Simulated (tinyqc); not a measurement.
# Changing the frequency f

Model: longitudinal sound in a periodic multilayer: transfer matrices, stop bands and folded phonons. Computed by tinyqc, a small Python program. Command: `OMP_NUM_THREADS=1 python tinyqc.py 3022801 3022802 out.jsonl multilayer sweep`. One thread of a shared host (Intel(R) Xeon(R) Processor @ 2.30GHz), about 0.02 s of CPU time with the checks.

Layers 1 and 2 repeat with period d = d_1 + d_2; waves travel normal to the layers, without loss. State vector (u, s): displacement u and stress divided by omega. Impedances Z = rho v are in 1e6 kg/(m^2 s).

Inputs (values chosen for the exercise, modelled on aluminium (layer 1), tungsten (layer 2) and gallium arsenide (substrate)):

| quantity | value | unit |
|---|---|---|
| density rho_1 | 2.65 | g/cm^3 |
| velocity v_1 | 6420 | m/s |
| thickness d_1 | 11.4 | nm |
| density rho_2 | 19.2 | g/cm^3 |
| velocity v_2 | 5230 | m/s |
| thickness d_2 | 9.27 | nm |
| substrate density | 5.23 | g/cm^3 |
| substrate velocity | 4760 | m/s |
| periods N | 5 | - |

Method:
- Z = rho v; interface reflection r = (Z_2 - Z_1)/(Z_2 + Z_1) (stress amplitude, from 1 into 2); Bragg frequency f_B = 1/[2 (d_1/v_1 + d_2/v_2)]; long-wave velocity v_eff = d/sqrt[(d_1/v_1)^2 + (d_2/v_2)^2 + (Z_1/Z_2 + Z_2/Z_1)(d_1/v_1)(d_2/v_2)].
- A layer maps (u, s) by [[cos p, sin p/Z], [-Z sin p, cos p]], p = 2 pi f d_i/v_i; one period is M = M_2 M_1, and cos(q d) = trace(M)/2.
- For N periods A = M^N. A wave comes from a thick layer of material 1 and leaves into the substrate (Z_s): transmitted power T = 4 Z_1 Z_s/|Z_1 A_22 + Z_s A_11 - i (Z_1 Z_s A_12 - A_21)|^2, reflected power R = 1 - T.

One run for each value:

| frequency f (GHz) | trace(M)/2 | transmitted power T | T in decibel (dB) |
|---|---|---|---|
| 28.2 | 0.614 | 5.666e-01 | -2.47 |
| 52.0 | -0.211 | 7.621e-01 | -1.18 |
| 75.9 | -1.262 | 5.911e-04 | -32.28 |
| 99.7 | -2.242 | 1.839e-06 | -57.35 |
| 124.0 | -2.894 | 1.762e-07 | -67.54 |
| 171.0 | -2.599 | 4.696e-07 | -63.28 |
| 195.0 | -1.738 | 2.070e-05 | -46.84 |
| 219.0 | -0.677 | 2.437e-01 | -6.13 |
| 243.0 | 0.290 | 9.369e-01 | -0.28 |
| 267.0 | 0.891 | 7.675e-01 | -1.15 |
| 291.0 | 0.958 | 6.465e-01 | -1.89 |
| 314.0 | 0.503 | 6.365e-01 | -1.96 |
| 338.0 | -0.386 | 6.417e-01 | -1.93 |

Over the rows, trace(M)/2 lies between -2.89 and 0.958 without a single trend. Rows with |trace/2| > 1 lie in stop bands: 5 of 13; the smallest T, 1.8e-7, falls at 124 GHz. Left out: 147 (the run failed its checks).

Extremes, crossings and ranges named in words are read from the listed rows.
